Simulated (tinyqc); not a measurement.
Grain-boundary diffusion: Harrison regimes, Fisher and Le Claire analysis, Hart average: one step, computed by the program tinyqc.

A boundary is a slab of width delta with diffusivity D_b, normal to a surface held at constant concentration; it leaks into grains of diffusivity D.

Task: Effective diffusivity. Hart average for parallel slabs: f = delta/d, D_eff = (s f D_b + (1 - f) D)/(1 - f + s f); share of the boundaries = s f D_b/(s f D_b + (1 - f) D); depth sqrt(D_eff t).

Inputs (values chosen for the exercise, for a model polycrystal):
```
quantity,value,unit
boundary width delta,0.82,nm
segregation factor s,1,-
grain size d,3.5,um
temperature T,806,K
time t,3200,s
```

D_b = 6.469180e-12 m^2/s

D = 4.691834e-16 m^2/s

Give: boundary fraction f; D_eff; share of the boundaries; depth sqrt(D_eff t).

Result:

boundary fraction f = 2.3429e-04

D_eff = 1.9847e-15 m^2/s

share of the boundaries = 0.76366

depth sqrt(D_eff t) = 2.5201 um

Caution: outside regime A (which needs sqrt(D t) above about 3 d) the Hart average and its depth are formal: they describe a profile only in regime A or at steady state.
